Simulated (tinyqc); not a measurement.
Tight binding, honeycomb lattice, step by step. One step of it, computed by the program tinyqc.

Task: Levels at k. Diagonalise the Hermitian matrix.

H(k) at k (eV), order A, B:
```
[[-0.292992, -5.223803-1.739316i],
 [-5.223803+1.739316i, -2.192992]]
```

Give: eigenvalues; weights |c|^2 of the basis functions.

Result:

eigenvalues (eV): [-6.830, 4.344]

weights |c|^2 of the basis functions, order A, B:
```
[[0.415, 0.585],
 [0.585, 0.415]]
```
